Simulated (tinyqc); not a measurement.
Energy and delay of logic against supply voltage: one step of the calculation.

One expression serves below and above threshold: I(Vg) = Ik [ln(1 + exp((Vg - VT + dd V)/(al nf Vt)))]^al, with I_on = I(V) and I_off = I(0). Gate delay td = kd C V/I_on, clock period LD td. Per gate and cycle the switching energy is act C V^2 and the leakage energy I_off V LD td. No short-circuit current, no variation. Minima are sought above 0.09 V; below a few Vt gates no longer switch and the model has no meaning.

Question. New V. Minimum-energy supply: E(V) is the energy per gate and cycle; with h = 0.001 V, E' = (E(V + h) - E(V - h))/(2 h), E'' = (E(V - h) - 2 E(V) + E(V + h))/h^2, V(new) = V - E'/E''.

Values chosen for this exercise; values of the order met in logic technologies: temperature T = 330 K; threshold voltage at zero drain bias VT = 0.31 V; slope factor nf = 1.26; barrier lowering per volt of supply dd = 0.05; specific current of a gate Ik = 0.9 uA; exponent of the current law al = 1.64; load capacitance of a gate C = 0.54 fF; delay factor kd = 1.2; logic depth LD = 40; activity factor act = 0.05.

Constants: q = 1.602176634e-19 C, kB = 1.380649e-23 J/K, Vt = kB T/q. Results are converted to the units shown.

V at the start = 0.36 V

Give: E'; E''; V after iteration 1.

Answer.

E' = 14.806 aJ/V
E'' = 129.48 aJ/V^2
V after iteration 1 = 0.24565 V

Numbers from tinyqc (`OMP_NUM_THREADS=1 python tinyqc.py 2082034 2082035 out.jsonl`; about 0.01 s on one thread of a shared Intel Xeon 2.30GHz).
